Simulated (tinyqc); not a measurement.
Raising U: Hubbard ring of 6 sites, mean field against exact. Computed by the program tinyqc. Command: `OMP_NUM_THREADS=1 python tinyqc.py 114172 114173 out.jsonl`; one thread of a shared host (Intel(R) Xeon(R) Processor @ 2.60GHz), about 10 s.

one-body matrix (hopping and site energies) (eV):
```
         1        2        3        4        5        6
1   0.0000  -1.9600   0.0000   0.0000   0.0000  -1.9600
2  -1.9600   0.0000  -1.9600   0.0000   0.0000   0.0000
3   0.0000  -1.9600   0.0000  -1.9600   0.0000   0.0000
4   0.0000   0.0000  -1.9600   0.0000  -1.9600   0.0000
5   0.0000   0.0000   0.0000  -1.9600   0.0000  -1.9600
6  -1.9600   0.0000   0.0000   0.0000  -1.9600   0.0000
```

electrons, up and down: 3  2

Collinear unrestricted mean field (the lowest of 40 random starts) against exact diagonalisation.

Exact and mean-field results (eV):
```
U            U/t     E exact  E mean field  mean |n_up - n_down|  double occupancy, exact  first gap in the sector
0.9800    0.5000  -12.785861    -12.744593                0.1805                   0.1511                   0.0000
1.9600    1.0000  -11.942522    -11.779074                0.1984                   0.1358                   0.0000
3.9200    2.0000  -10.515623     -9.889897                0.2544                   0.1074                   0.0000
5.8800    3.0000   -9.398790     -8.120707                0.3682                   0.0833                   0.0000
7.8400    4.0000   -8.535702     -6.789062                0.6070                   0.0643                   0.0000
11.7600   6.0000   -7.347705     -5.453687                0.7411                   0.0392                   0.0000
15.6800   8.0000   -6.603372     -4.780353                0.7833                   0.0254                   0.0000
23.5200  12.0000   -5.756312     -4.108549                0.8118                   0.0127                   0.0000
39.2000  20.0000   -5.014772     -3.572935                0.8257                   0.0049                   0.0000
```

In absolute terms mean field is worst at U/t = 6.0, 1.894 eV too high: at small U it is nearly exact, and at large U it still misses the motion of the hole through a fluctuating spin background. Relative to the exact energy its error is 0.3 % at the smallest U, 29 % at most and 29 % at the largest. The double occupancy falls from 0.151 to 0.005.
